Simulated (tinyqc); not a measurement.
Optical gain and spontaneous emission in a bulk direct-gap semiconductor, step by step. Values are carried at full precision from step to step, so a last printed digit may differ when a step is redone from the rounded ones.

F_j(eta) = (1/Gamma(j + 1)) integral_0^infinity x^j dx/(1 + exp(x - eta)), which tends to exp(eta) for eta << 0.

Quasi-Fermi levels: n = Nc F_1/2(Fc/kT) and p = Nv F_1/2(Fv/kT), Fc counted up from the conduction edge and Fv down from the valence edge; Nc, Nv from N = 2 (m kB T/(4 pi c))^(3/2) with c = hbar^2/2m0, in 1/angstrom^3; times 1e24 for 1/cm^3, with me and (mhh^(3/2) + mlh^(3/2))^(2/3).

Constants: hbar^2/2m0 = 3.80998211 eV angstrom^2; kB = 8.617333262e-05 eV/K; fine-structure constant alpha = 0.007297352564; hbar = 6.58211957e-16 eV s; hbar c = 1973.269805 eV angstrom.

Parameters, chosen for this exercise (near those of GaAs; shifted at random, so the results belong to these values and not to a real crystal):
```
symbol  value    unit    meaning
me      0.0667   m0      electron mass
mhh     0.509    m0      heavy-hole mass
mlh     0.0797   m0      light-hole mass
n       1.2e+18  1/cm^3  injected density, n = p
T       200      K
Eg      1.385    eV      direct gap
Ep      25.2     eV      Kane energy
nr      3.55             refractive index
E       1.443    eV      photon energy
```

## Quasi-Fermi levels

Solve for Fc and Fv.

kT = 0.017235 eV
Nc = 2.353e+17 1/cm^3
Nv = 5.268e+18 1/cm^3
Fc = 0.0572 eV
Fv = -0.0241 eV
Fc + Fv = 0.0331 eV

The separation of the quasi-Fermi levels exceeds the gap, so photons between Eg and Eg + (Fc + Fv) see gain. The quasi-Fermi level of the electrons lies inside the band, that of the holes in the gap.

## Absorption of the empty crystal

Parabolic bands, vertical transitions, no excitons. For each hole band j: mr = me mj/(me + mj); joint density of states J_j(E) = (mr/c)^(3/2) sqrt(E - Eg)/(2 pi^2), both spins, c = hbar^2/2m0; averaged matrix element |e.p|^2 = m0 Ep/6; alpha_j(E) = 4 pi^2 alpha_f c Ep J_j/(3 nr E) in 1/angstrom (alpha_f the fine-structure constant, listed as alpha among the constants), times 1e8 for 1/cm.

Evaluate at E for heavy and light holes.

mr, J and alpha of each hole band:
```
hole   mr (m0)  J (1/(eV angstrom^3))  alpha (1/cm)
heavy  0.05897              2.349e-05        4228.7
light  0.03631              1.135e-05        2043.1
```

The heavy-hole band gives 67 % of the total, 6272 1/cm.

## Occupations and gain at E

For band j the electron sits at Ee = (E - Eg) mr/me above its edge and the hole at Eh = (E - Eg) mr/mj; fe = 1/(1 + exp((Ee - Fc)/kT)), fh = 1/(1 + exp((Eh - Fv)/kT)); gain g = sum_j alpha_j (fe + fh - 1).

Use mr and alpha from the table.

Energies, occupations and gain of each hole band:
```
hole   Ee (eV)  Eh (eV)     fe     fh  g (1/cm)
heavy   0.0513   0.0067  0.585  0.143     -1147
light   0.0316   0.0264  0.816  0.051      -273
```

total gain = -1420 1/cm

E - Eg = 0.0580 eV is above Fc + Fv = 0.0331 eV, so both bands give loss (Bernard-Duraffourg).

## Spontaneous emission

Spontaneous rate: R = integral of (nr E/(hbar c))^2/(pi^2 hbar) sum_j alpha_j fe fh dE, with alpha in 1/cm and (nr E/(hbar c))^2 in 1/cm^2 (1e16 per 1/angstrom^2); B = R/(n p); lifetime n/R.

Integrate over photon energy.

R = 4.30e+26 1/(cm^3 s)
B = 2.99e-10 cm^3/s
radiative lifetime = 2.79 ns

## Checks

- B at n = 1e13 1/cm^3 against the van Roosbroeck-Shockley value from alpha and ni^2 (cm^3/s): both 4.27e-10.

Computed by tinyqc, a small Python program: `OMP_NUM_THREADS=1 python tinyqc.py 1681106 1681107 out.jsonl` (the numbers bound the seed that draws the inputs); one thread of a shared host (Intel(R) Xeon(R) Processor @ 2.30GHz), about 0.08 s for the whole set of steps.
